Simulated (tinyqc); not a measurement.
Inside a calculation. Method: lattice vibrations of a chain. Computed by tinyqc, a small Python program that keeps every step. Command: `OMP_NUM_THREADS=1 python tinyqc.py 20893 20894 out.jsonl` (the two numbers bound the seeds that draw the settings). One thread of a shared host (Intel(R) Xeon(R) Processor @ 2.60GHz), about 0.01 s of CPU time with the checks.

## Dynamical matrix at q = 0.22

A chain moving along its axis:
```
atom  mass (u)  spring to the next atom (eV/angstrom^2)
1      10.7000                                   7.5000
2     100.2000                                  22.7000
```

q is in units of 2 pi/a. A spring k from atom i to atom j, n cells on, adds k to Phi_ii and Phi_jj, -k exp(2 pi i q n) to Phi_ij and the conjugate to Phi_ji (for one atom a cell: 2k (1 - cos 2 pi q n)); D_ij = Phi_ij / sqrt(m_i m_j).

D(q) (eV/(angstrom^2 u)):
```
                 1                2
1           2.8224  -0.3590+0.6810i
2  -0.3590-0.6810i           0.3014
```

## Frequencies

omega^2 are the eigenvalues; wavenumber = 521.4708 sqrt(eigenvalue) 1/cm.

eigenvalues: 0.0849  3.0389

wavenumbers (1/cm): 152.0  909.1

weights |e|^2 of the mass-weighted modes:
```
        mode 1  mode 2
atom 1  0.0733  0.9267
atom 2  0.9267  0.0733
```

## Dispersion and heat capacity

C/k_B per atom = mean over q = (j + 1/2)/80, j = 0..39 and all branches of y^2 e^y/(e^y - 1)^2, y = hc wavenumber / k_B T.

Wavenumbers (1/cm):
```
q       branch 1  branch 2
0.0000    0.0000  921.6659
0.0625   45.9314  920.5207
0.1250   90.4220  917.2196
0.1875  131.9999  912.1645
0.2500  169.1449  906.0122
0.3125  200.3027  899.6371
0.3750  223.9573  894.0420
0.4375  238.7784  890.1982
0.5000  243.8319  888.8273
```

Heat capacity:
```
T (K)  C/k_B per atom
20             0.0627
50             0.1698
100            0.3301
200            0.4752
300            0.5993
600            0.8355
1200           0.9519
```

zero-point energy per atom = 32.8226 meV
